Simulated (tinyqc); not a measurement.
Hueckel theory of the pi electrons with the omega technique, for the molecule c1ccc2cccc-2cc1 (SMILES; centres numbered as the heavy atoms are written), step by step. One step of it, computed by the program tinyqc.

Problem. Omega technique, round 1. h_r = h_r(0) + omega q_r, omega = 1.4, with q_r = z_r - P_rr; 0.5 of the old diagonal is kept.

Hueckel matrix in units of beta (H = alpha + beta A):
```
           1C        2C        3C        4C        5C        6C        7C        8C
1C   0.000000  1.000000  0.000000  0.000000  0.000000  0.000000  0.000000  0.000000
2C   1.000000  0.000000  1.000000  0.000000  0.000000  0.000000  0.000000  0.000000
3C   0.000000  1.000000  0.000000  1.000000  0.000000  0.000000  0.000000  0.000000
4C   0.000000  0.000000  1.000000  0.000000  1.000000  0.000000  0.000000  1.000000
5C   0.000000  0.000000  0.000000  1.000000  0.000000  1.000000  0.000000  0.000000
6C   0.000000  0.000000  0.000000  0.000000  1.000000  0.000000  1.000000  0.000000
7C   0.000000  0.000000  0.000000  0.000000  0.000000  1.000000  0.000000  1.000000
8C   0.000000  0.000000  0.000000  1.000000  0.000000  0.000000  1.000000  0.000000
9C   0.000000  0.000000  0.000000  0.000000  0.000000  0.000000  0.000000  1.000000
10C  1.000000  0.000000  0.000000  0.000000  0.000000  0.000000  0.000000  0.000000

           9C       10C
1C   0.000000  1.000000
2C   0.000000  0.000000
3C   0.000000  0.000000
4C   0.000000  0.000000
5C   0.000000  0.000000
6C   0.000000  0.000000
7C   0.000000  0.000000
8C   1.000000  0.000000
9C   0.000000  1.000000
10C  1.000000  0.000000
```

charge and bond-order matrix P:
```
            1C         2C         3C         4C         5C         6C         7C         8C
1C    0.870001   0.638899   0.142691  -0.217049   0.017140   0.176598   0.017140  -0.217049
2C    0.638899   0.986447   0.664039   0.011190  -0.226883   0.017140   0.186432  -0.068408
3C    0.142691   0.664039   0.854946   0.585798   0.011190  -0.217049  -0.068408   0.172482
4C   -0.217049   0.011190   0.585798   1.027428   0.595632  -0.074358  -0.231000   0.400945
5C    0.017140  -0.226883   0.011190   0.595632   1.172879   0.656039  -0.200638  -0.231000
6C    0.176598   0.017140  -0.217049  -0.074358   0.656039   1.046600   0.656039  -0.074358
7C    0.017140   0.186432  -0.068408  -0.231000  -0.200638   0.656039   1.172879   0.595632
8C   -0.217049  -0.068408   0.172482   0.400945  -0.231000  -0.074358   0.595632   1.027428
9C    0.142691  -0.242189  -0.184853   0.172482  -0.068408  -0.217049   0.011190   0.585798
10C   0.638899   0.026246  -0.242189  -0.068408   0.186432   0.017140  -0.226883   0.011190

            9C        10C
1C    0.142691   0.638899
2C   -0.242189   0.026246
3C   -0.184853  -0.242189
4C    0.172482  -0.068408
5C   -0.068408   0.186432
6C   -0.217049   0.017140
7C    0.011190  -0.226883
8C    0.585798   0.011190
9C    0.854946   0.664039
10C   0.664039   0.986447
```

Centres:

| centre | z_r, pi electrons of the neutral centre | h |
|---|---|---|
| 1C | 1 | 0.000000 |
| 2C | 1 | 0.000000 |
| 3C | 1 | 0.000000 |
| 4C | 1 | 0.000000 |
| 5C | 1 | 0.000000 |
| 6C | 1 | 0.000000 |
| 7C | 1 | 0.000000 |
| 8C | 1 | 0.000000 |
| 9C | 1 | 0.000000 |
| 10C | 1 | 0.000000 |

Give: matrix after round 1.

Solution.

matrix after round 1:
```
         1C      2C      3C       4C       5C       6C       7C       8C
1C   0.0910  1.0000  0.0000   0.0000   0.0000   0.0000   0.0000   0.0000
2C   1.0000  0.0095  1.0000   0.0000   0.0000   0.0000   0.0000   0.0000
3C   0.0000  1.0000  0.1015   1.0000   0.0000   0.0000   0.0000   0.0000
4C   0.0000  0.0000  1.0000  -0.0192   1.0000   0.0000   0.0000   1.0000
5C   0.0000  0.0000  0.0000   1.0000  -0.1210   1.0000   0.0000   0.0000
6C   0.0000  0.0000  0.0000   0.0000   1.0000  -0.0326   1.0000   0.0000
7C   0.0000  0.0000  0.0000   0.0000   0.0000   1.0000  -0.1210   1.0000
8C   0.0000  0.0000  0.0000   1.0000   0.0000   0.0000   1.0000  -0.0192
9C   0.0000  0.0000  0.0000   0.0000   0.0000   0.0000   0.0000   1.0000
10C  1.0000  0.0000  0.0000   0.0000   0.0000   0.0000   0.0000   0.0000

         9C     10C
1C   0.0000  1.0000
2C   0.0000  0.0000
3C   0.0000  0.0000
4C   0.0000  0.0000
5C   0.0000  0.0000
6C   0.0000  0.0000
7C   0.0000  0.0000
8C   1.0000  0.0000
9C   0.1015  1.0000
10C  1.0000  0.0095
```
